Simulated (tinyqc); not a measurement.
# One gate, two gates and a surrounding gate

Below threshold the potential that source and drain add obeys Laplace's equation, vanishes on the gates and decays along the channel as exp(-k y). The same ts (depleted depth over a conducting body, body thickness or wire diameter), ti and permittivities in three geometries; k is the smallest positive root of: one gate, f(k) = eps_r sin(k ti) cos(k ts) + ei cos(k ti) sin(k ts); two gates, f(k) = ei cos(k ti) cos(k ts/2) - eps_r sin(k ti) sin(k ts/2); wire, f(k) = ei J0(u)[J1(u) Y0(v) - Y1(u) J0(v)] - eps_r J1(u)[J0(u) Y0(v) - Y0(u) J0(v)], u = k ts/2, v = u + k ti. Parabolic estimates of l: sqrt((eps_r/ei) ts ti); sqrt((eps_r/(2 ei)) ts ti (1 + ei ts/(4 eps_r ti))); sqrt([2 eps_r ts^2 ln(1 + 2 ti/ts) + ei ts^2]/(16 ei)), in the same order.

Inputs (values chosen for the exercise); permittivities: semiconductor close to that of germanium, insulator close to that of aluminium oxide: relative permittivity of the semiconductor eps_r = 16; relative permittivity of the insulator ei = 9.22; insulator thickness ti = 1.5 nm; depletion depth ts = 20 nm.

Scale lengths (nm):

|  | Lambda = pi/k | l = 1/k | l(parabolic) |
|---|---|---|---|
| one gate over a conducting body | 22.531 | 7.1719 | 7.2153 |
| two gates | 25.089 | 7.9860 | 8.7195 |
| wire | 16.450 | 5.2363 | 6.0932 |

What does the table show?

The wire has the shortest scale length, 0.656 times that of the double gate; the single gate over a conducting body has 0.898 times it, its layer ending directly on a conductor where the double gate has a second insulator. The parabolic estimates are 0.61 % above, 9.2 % above and 16 % above the exact l, in the order of the rows.

Program tinyqc, `OMP_NUM_THREADS=1 python tinyqc.py 2420118 2420119 out.jsonl`; Intel Xeon 2.30GHz, shared host, one thread, about 0.01 s.
